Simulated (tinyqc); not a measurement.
Channel length: inversion-layer mobility, back-scattering and ballistic limit of a field-effect transistor. Computed by tinyqc, a small Python program. Command: `OMP_NUM_THREADS=1 python tinyqc.py 3005705 3005706 out.jsonl mos walk`. One thread of a shared host (Intel(R) Xeon(R) Processor @ 2.30GHz), about 0.01 s of CPU time with the checks.

The charge at the top of the source barrier is fixed by the gate; series resistance and short-channel effects are left out. F_j are Fermi integrals normalised to exp(eta) in the classical limit.

Inputs (values chosen for the exercise, modelled on a silicon p-channel):

| quantity | value | unit |
|---|---|---|
| transport mass m | 0.3 | m_0 |
| valley degeneracy g_v | 1 | - |
| weight w of the inversion charge | 0.333 | - |
| permittivity eps | 11.7 | - |
| phonon mobility at 1 MV/cm and 300 K, mu_ph | 110 | cm^2/(V s) |
| roughness mobility at 1 MV/cm, mu_sr | 130 | cm^2/(V s) |
| Coulomb mobility at N_inv = 1e12/cm^2, mu_C | 270 | cm^2/(V s) |
| electrical oxide thickness t_inv | 1.3 | nm |
| depletion charge N_dep | 7.5e+11 | 1/cm^2 |
| gate overdrive V_G - V_T | 0.24 | V |
| drain voltage V_D | 0.05 | V |
| exponent a of the critical length | 0.68 | - |
| temperature T | 300 | K |

Statistics at the top of the barrier: Fermi-Dirac.

Constants: eps_0 = 8.8541878128e-12 F/m; e = 1.602176634e-19 C; m_0 = 9.1093837015e-31 kg; k_B = 1.380649e-23 J/K; hbar = 1.054571817e-34 J s; k_B = 8.617333262e-05 eV/K.

Method:
- N_inv = 3.9 eps_0 (V_G - V_T)/(e t_inv); effective field E_eff = e (N_dep + w N_inv)/(eps eps_0).
- mu_phonon = mu_ph (E_eff/1 MV/cm)^(-0.3) (T/300 K)^(-1.75); mu_rough = mu_sr (E_eff/1 MV/cm)^(-2); mu_Coulomb = mu_C (N_inv/1e12 cm^-2) (T/300 K); Matthiessen's rule adds 1/mu.
- F_j(eta) = (1/Gamma(j + 1)) int_0^infinity x^j/(1 + exp(x - eta)) dx, F_0 = ln(1 + exp(eta)). Integrals over x = E/(k_B T) use 160 Gauss-Legendre points in u = sqrt(x) from 0 to sqrt(max(eta, 0) + 32).
- Ballistic channel: N_2D = g_v m k_B T/(pi hbar^2), U = e V_D/(k_B T); eta_F solves N_inv = (N_2D/2)[F_0(eta_F) + F_0(eta_F - U)]; v_T = sqrt(2 k_B T/(pi m)); I/W = e (N_2D/2) v_T [F_1/2(eta_F) - F_1/2(eta_F - U)]; injection velocity v_T F_1/2(eta_F)/F_0(eta_F).
- Mean free path lambda = (2 k_B T/e)(mu/v_T) F_0(eta_0)/F_-1/2(eta_0), with eta_0 from N_inv = N_2D F_0(eta_0); critical length l = L (1 + U)^(-a), an empirical rule; back-scattering r = l/(l + lambda). Then eta solves N_inv = (N_2D/2)[(1 + r) F_0(eta) + (1 - r) F_0(eta - U)] and I/W = e (N_2D/2) v_T (1 - r)[F_1/2(eta) - F_1/2(eta - U)].
- The last column is the long-channel law e N_inv mu V/L with V = V_D - V_D^2/(2 V_ov) below pinch-off and V_ov/2 above, V_ov = V_G - V_T.

inversion density N_inv = 3.97897e+12 1/cm^2

effective mobility mu = 122.139 cm^2/(V s)

ballistic current I/W = 452.088 microampere/micrometre

Currents (microampere/micrometre):

| L (nm) | r | I/W | ballistic ratio | long-channel law |
|---|---|---|---|---|
| 5 | 0.22886 | 313.81 | 0.69413 | 697.53 |
| 10 | 0.37248 | 239.23 | 0.52917 | 348.76 |
| 20 | 0.54278 | 161.58 | 0.35741 | 174.38 |
| 40 | 0.70364 | 97.69 | 0.21610 | 87.19 |
| 80 | 0.82604 | 54.47 | 0.12049 | 43.60 |
| 160 | 0.90473 | 28.88 | 0.06389 | 21.80 |
| 400 | 0.95958 | 11.98 | 0.02651 | 8.72 |
| 1000 | 0.98343 | 4.87 | 0.01076 | 3.49 |

What follows from these numbers?

The current scales as L^-0.98 at the long end and as L^-0.39 at the short end, where it reaches 69 % of the ballistic 452. The long-channel law passes the ballistic limit between 5.00 and 10.0 nm and has no meaning below. At 1000 nm the model gives 1.40 times the long-channel law; the rule for l is a fit for short devices and fails wherever the model exceeds that law. Raising mu by 10 % at 20 nm raises I by 6.3 %.

Extremes, crossings and ranges named in words are read from the listed rows.
